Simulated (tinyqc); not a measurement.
# A particle near a wafer in liquid: double-layer and van der Waals forces (DLVO), deposition barrier and removal, step by step

A worked calculation. Computed by tinyqc, a small Python program that keeps every step. Command: `OMP_NUM_THREADS=1 python tinyqc.py 3113712 3113713 out.jsonl dlvo walk`. One thread of a shared host (Intel(R) Xeon(R) Processor @ 2.30GHz), about 0.01 s of CPU time with the checks. Intermediate numbers are printed to about 6 digits and carried at full precision; extremes and crossings named in words are read from the listed rows.

Sphere and flat wall, Derjaguin approximation, constant potentials in the linear-superposition form, no retardation and no hydration force.

Inputs (values chosen for the exercise, of the order of those for ceria on silica in water):
```
quantity                             value   unit
particle radius R                      210     nm
Hamaker constant A                 1.9e-20      J
potential of the particle psi_1        -47     mV
potential of the wafer psi_2           -18     mV
salt concentration c               0.00012  mol/L
valence z of the symmetric salt          2      -
temperature T                          343      K
dielectric constant of the liquid     63.7      -
gap h                                  1.7     nm
contact distance h0                    0.3     nm
contact radius over R                0.091      -
viscosity                             0.61  mPa s
```

Constants: e = 1.602176634e-19 C; N_A = 6.02214076e+23 1/mol; eps_0 = 8.8541878128e-12 F/m; k_B = 1.380649e-23 J/K; k_B = 8.617333262e-05 eV/K.

## Screening

kappa^2 = 2 z^2 e^2 N_A (1000 c)/(eps eps_0 k_B T); gamma_i = tanh(z e psi_i/(4 k_B T)); Z = 64 pi eps eps_0 (k_B T/(z e))^2 gamma_1 gamma_2.

kappa = 0.0745399 1/nm

Debye length = 13.4156 nm

gamma_1 = -0.661267

gamma_2 = -0.295418

Z = 4.83844 pN

kappa R = 15.6534

Like signs: the double layers repel.

## Energy and force at one gap

U(h) = Z R exp(-kappa h) - A R/(6 h); F(h) = -dU/dh = kappa Z R exp(-kappa h) - A R/(6 h^2), positive for repulsion.

double-layer energy = 189.023 k_B T

van der Waals energy = -82.6029 k_B T

U(h) = 106.420 k_B T

F(h) = -163.380 pN

Caution: for kappa h below 1 linear superposition is only rough, and charge regulation matters.

## The curve

The formulas are those given above.

Against the gap:
```
h (nm)  kappa h  U (k_B T)        F (pN)
0.4     0.02982   -142.806  -4.08274e+03
0.6     0.04472    -28.867  -1.77480e+03
1.0     0.07454     58.723  -5.94702e+02
1.5     0.11181     98.245  -2.27830e+02
2.5     0.18635    121.911  -4.35388e+01
4.0     0.29816    124.136   1.46489e+01
7.0     0.52178    107.272   3.13763e+01
12.0    0.89448     76.014   2.63452e+01
20.0    1.49080     41.296   1.53931e+01
40.0    2.98160      7.370   3.42519e+00
```

Caution: in rows with kappa h below 1 linear superposition is only rough.

## Barrier and secondary minimum

F = 0 reads x^2 exp(-x) = y with x = kappa h and y = A kappa/(6 Z); the left side peaks at x = 2 with 4/e^2 = 0.5413, so roots exist for smaller y: x < 2 is the barrier, x > 2 the secondary minimum.

y = 0.0487849

position of the barrier = 3.35823 nm

barrier height = 125.230 k_B T

position of the secondary minimum = 92.2536 nm

energy at the secondary minimum = -1.30081 k_B T

A barrier above 15 k_B T practically stops deposition.

## Critical salt concentration

The barrier height is zero when U = 0 and F = 0 together: kappa h = 1 and kappa = 6 Z/(e A), e = 2.718282 here; c follows from kappa^2, with the potentials held fixed.

critical kappa = 0.562094 1/nm

critical concentration = 0.00682372 mol/L

## Adding salt

kappa scales as sqrt(c); potentials are held fixed. A dash marks rows without a maximum.

Against the concentration:
```
c (mol/L)  Debye length (nm)  barrier at (nm)  barrier (k_B T)  minimum at (nm)  minimum (k_B T)
6.82e-07             177.955          11.1350          188.934      1.82625e+03     -6.94000e-02
6.82e-06              56.274           6.4254          169.553      4.95480e+02     -2.51224e-01
6.82e-05              17.795           3.7970          136.350      1.29382e+02     -9.36068e-01
3.41e-04               7.958           2.7050          100.820      4.87202e+01     -2.41146e+00
1.36e-03               3.985           2.1025           59.805      2.00930e+01     -5.60267e+00
3.41e-03               2.517           1.8555           26.967      1.06514e+01     -1.00687e+01
6.14e-03               1.876           1.7814            4.165      6.81332e+00     -1.49369e+01
1.02e-02               1.455           1.8304          -15.729      4.34888e+00     -2.14857e+01
2.05e-02               1.026                -                -                -                -
```

At low salt the barrier tends to Z R = 215 k_B T; it is half of that between 6.8e-5 and 3.4e-4 mol/L and changes sign at 0.0068 mol/L, while the secondary minimum deepens to -15 k_B T at 0.9 of that.

## Removing an attached particle

Adhesion F_a = A R/(6 h0^2) [1 + a^2/(R h0)] - kappa Z R exp(-kappa h0), a the contact radius. Drag in a shear flow F_d = 1.7 x 6 pi mu R^2 G, acting at 1.4 R; rolling starts when 1.4 R F_d = a F_a. Wall shear stress = mu G.

van der Waals adhesion = 50220.1 pN

net adhesion F_a = 50146.0 pN

wall shear stress for rolling = 2306.54 Pa

shear rate G = 3.78121e+06 1/s

Checks made by the program: force against a difference of U (relative difference below 1e-10).
